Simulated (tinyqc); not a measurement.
Inside a calculation. Method: CIS on RHF in the sto-3g basis, for H2, spin multiplicity 1. One step of it, computed by the program tinyqc.

Question. Integrals over molecular orbitals. (pq|rs) = sum C_ip C_jq C_kr C_ls (ij|kl), one index at a time.

coefficients C:
```
            MO1        MO2
1H 1s  0.540476   1.316840
2H 1s  0.540476  -1.316840
```

core Hamiltonian H = T + V (hartree):
```
           1H 1s      2H 1s
1H 1s  -1.175077  -1.054281
2H 1s  -1.054281  -1.175077
```

Two-electron integrals (ij|kl) in chemists' order, unique and non-zero (hartree):
```
(11|11) 0.774606   (21|11) 0.490442   (21|21) 0.352827   (22|11) 0.599991
(22|21) 0.490442   (22|22) 0.774606
```

Give: one-electron integrals over orbitals h = C^T H C; Two-electron integrals over orbitals.

Answer.

one-electron integrals over orbitals h = C^T H C (hartree):
```
        1       2
1  -1.302   0.000
2   0.000  -0.419
```

Two-electron integrals over orbitals (pq|rs), unique and non-zero (hartree):
```
(11|11) 0.690   (21|21) 0.177   (22|11) 0.678   (22|22) 0.713
```
